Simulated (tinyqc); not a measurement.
Rapid thermal processing of a wafer: radiative balance, ramp and cooling, pattern effects, pyrometer error and spike budget. Changing the reflectivity of the chamber walls r. Computed by tinyqc, a small Python program. Command: `OMP_NUM_THREADS=1 python tinyqc.py 3113889 3113890 out.jsonl rtp sweep`. One thread of a shared host (Intel(R) Xeon(R) Processor @ 2.30GHz), about 0.07 s of CPU time with the checks.

The wafer is opaque and uniform through its thickness unless said otherwise; temperatures in formulas are in kelvin (C + 273.15). sigma = 5.670374419e-12 W/(cm^2 K^4).

Inputs (values chosen for the exercise, modelled on a hot silicon wafer):
```
quantity,value,unit
wafer thickness d,725,micrometre
heat capacity per volume C,2.11,J/(cm^3 K)
thermal conductivity k,0.24,W/(cm K)
emissivity eps of each face,0.61,-
"gas heat-transfer coefficient h, both faces together",2.7,mW/(cm^2 K)
wall temperature T_w,300,K
process temperature,1110,C
starting temperature,400,C
ramp rate,69,K/s
relative change of absorptivity over a pattern,14,%
period of the pattern,0.52,mm
activation energy of the process E_a,3.66,eV
```

Constants: k_B = 8.617333262e-05 eV/K.

Method:
- Effective emissivity between parallel grey plates: eps_eff = 1/(1/eps + 1/(1 - r) - 1). Loss per area q(T) = 2 eps_eff sigma (T^4 - T_w^4) + h (T - T_w).
- Absorbed power during a ramp = q(T) + C d x ramp rate; thermal time constant tau = C d/(dq/dT), dq/dT = 8 eps_eff sigma T^3 + h; natural cooling rate q/(C d); front-to-back difference under one-sided heating at the end of the ramp = (absorbed power) d/(2 k).
- Cooling with the lamps off: C d dT/dt = -q(T), integrated adaptively (relative tolerance 1e-10).
- Spike anneal: linear ramp to the peak, then lamps off. Equivalent time at the peak = int exp(-(E_a/k_B)(1/T - 1/T_peak)) dt; estimate (k_B T^2/E_a)(1/ramp rate + 1/cooling rate). The ramp part uses 4000 trapezoid steps, the cooling part 4000 steps over 4 tau.
- Time within 50 K of the peak from the same curves.
- At steady state a sinusoidal change of absorbed power of relative amplitude a and period p gives the temperature amplitude a q/(dq/dT + k d (2 pi/p)^2); healing length l = sqrt(k d/(dq/dT)); process change = E_a dT/(k_B T^2). Emissivity is taken as unchanged.

One run for each value:
```
reflectivity of the chamber walls r,holding power q (W/cm^2),natural cooling rate (K/s),"equivalent time, total (s)",healing length l (mm)
0.00,28.188,184.26,0.8723,4.787
0.14,25.906,169.34,0.8948,5.011
0.27,23.537,153.86,0.9227,5.279
0.41,20.667,135.10,0.9650,5.670
0.54,17.646,115.35,1.0242,6.193
0.68,13.926,91.04,1.1316,7.093
0.81,9.941,64.98,1.3334,8.691
0.95,4.931,32.23,2.0266,14.294
```

What does the table show, and why?

Over the rows, holding power q (W/cm^2) falls from 28.2 to 4.93; natural cooling rate (K/s) falls from 184 to 32.2; equivalent time, total (s) rises from 0.872 to 2.03. Reflecting walls save power but slow the cooling, which lengthens the equivalent time of a spike.

Extremes, crossings and ranges named in words are read from the listed rows.
